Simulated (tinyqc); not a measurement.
Surface photovoltage measurement of the minority-carrier diffusion length in a wafer: one step, computed by the program tinyqc. Command: `OMP_NUM_THREADS=1 python tinyqc.py 3130074 3130075 out.jsonl spv walk`. One thread of a shared host (Intel(R) Xeon(R) Processor @ 2.30GHz), about 0.01 s of CPU time with the checks.

Low injection, steady light, a depletion layer much thinner than 1/alpha and L. The excess density dn is taken at the front edge of the neutral region; light that reaches the back is lost.

Question. The linear plot. alpha = (84.732/lambda - 76.417)^2 per cm with lambda in micrometre (an empirical fit for silicon between 0.7 and 1.05 micrometre). Thick wafer: dn = Phi L/((S_f + D/L)(L + 1/alpha)). Finite wafer, with s = S_b L/D, w = W/L, a = alpha L: dn = [Phi a/(a^2 - 1)] [a - B - exp(-alpha W)(a - s)/(cosh w + s sinh w)]/(S_f + B D/L), B = (sinh w + s cosh w)/(cosh w + s sinh w). Readings y = (Phi/dn) (1 + noise x g) at 780, 830, 880, 920, 950, 975 and 995 nm; a least-squares line y = c (1/alpha + L_app) gives L_app = intercept/slope.

Inputs (values chosen for the exercise, modelled on p-type silicon at room temperature):
```
quantity                            value        unit
diffusion length L                    100  micrometre
wafer thickness W                     300  micrometre
diffusivity D                        26.7      cm^2/s
front recombination velocity S_f    13000        cm/s
back recombination velocity S_b    370000        cm/s
photon flux entering              9.8e+12  1/(cm^2 s)
relative noise of each reading        0.2           %
```

normal deviates g for the noise: -0.42  0.16  -0.48  0.12  -0.67  0.81  -2.15

Give: the table «Readings» with the columns 1/alpha (micrometre), y (cm/s), line (cm/s), for lambda (nm) = 780, 830, 880, 920, 950, 975, 995; slope; apparent length L_app; error of L_app (rounded to 0.001).

Answer.

Readings:
```
lambda (nm)  1/alpha (micrometre)  y (cm/s)  line (cm/s)
780                           9.6     17189        17142
830                          15.2     18085        18041
880                          25.3     19669        19689
920                          40.7     22138        22177
950                          61.3     25427        25524
975                          90.9     30377        30334
995                         130.9     36845        36822
```

slope = 162.3 cm/(s micrometre)

apparent length L_app = 95.98 micrometre

error of L_app (rounded to 0.001) = -4.016 %

Without noise the error would be -4.6 %, from the finite thickness at W/L = 3.0. S_f scales all readings alike and leaves L_app unchanged.
